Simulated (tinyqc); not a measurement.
MOS structure on a p-type body, non-linear Poisson equation by Newton steps: one step of the calculation.

One dimension, insulator interface at x = 0, acceptor density Na, uniform, net doping C = -(acceptor density). psi is counted from the intrinsic level: n = ni exp((psi - Vb)/Vt), p = ni exp(-psi/Vt); deep in the body psi_b = -Vt ln(Na/ni). The gate acts through Cox = eps0 eox/tox and has the potential psi_G = Vg - (phiM - chi - Vt ln(Nc/ni)). Boltzmann statistics, full ionisation, classical densities, no oxide or interface charge. Acceptors in real wide-gap material are deep and only partly ionised in the neutral body.

Problem. Newton step. Solve the tridiagonal system a_(i-1) d_(i-1) + b_i d_i + a_i d_(i+1) = -F_i for nodes 0 to 11, with d = 0 on fixed nodes. Each component d is damped to sign(d) Vt ln(1 + |d|/Vt) before it is added.

Values chosen for this exercise:
- T = 300 K (temperature)

Constants: q = 1.602176634e-19 C, kB = 1.380649e-23 J/K, Vt = kB T/q. Results are converted to the units shown.

coupling a_i, interval 0 to 11 (F/cm^2): 2.8864652e-5  1.4701860e-5  7.4585665e-6  3.8147118e-6  1.9459316e-6  9.9191245e-7  5.0345324e-7  2.5695536e-7  1.3002096e-7  6.6610736e-8  3.3958414e-8  1.7318791e-8

```
node  diagonal b (F/cm^2)  residual F (C/cm^2)
0           -2.9302873e-5         1.1768829e-6
1           -4.3569818e-5                   ~0
2           -2.2166934e-5                   ~0
3           -1.1286036e-5                   ~0
4           -5.7856317e-6                   ~0
5           -2.9868539e-6                   ~0
6           -1.5917863e-6                   ~0
7           -9.4968012e-7                   ~0
8           -7.5994162e-7                   ~0
9           -9.2768831e-7                   ~0
10          -1.5321907e-6                   ~0
11          -2.8587429e-6                   ~0
```

psi at the start, node 0 to 12 (V): -1.4325842  -1.4325842  -1.4325842  -1.4325842  -1.4325842  -1.4325842  -1.4325842  -1.4325842  -1.4325842  -1.4325842  -1.4325842  -1.4325842  -1.4325842

Wanted: Newton step d, before damping; psi after iteration 1.

Solution.

Newton step d, before damping, node 0 to 11 (V): 1.686  1.670  1.641  1.584  1.479  1.292  0.988  0.578  0.200  0.028  0.001  0.000
psi after iteration 1, node 0 to 12 (V): -1.324  -1.324  -1.325  -1.326  -1.328  -1.331  -1.338  -1.351  -1.377  -1.414  -1.431  -1.433  -1.433

tinyqc, about 0.6 s, one thread, Intel Xeon 2.30GHz (shared host): `OMP_NUM_THREADS=1 python tinyqc.py 2080112 2080113 out.jsonl`

~0 in a residual or rate marks an entry under 1e-11 of the largest of its column.
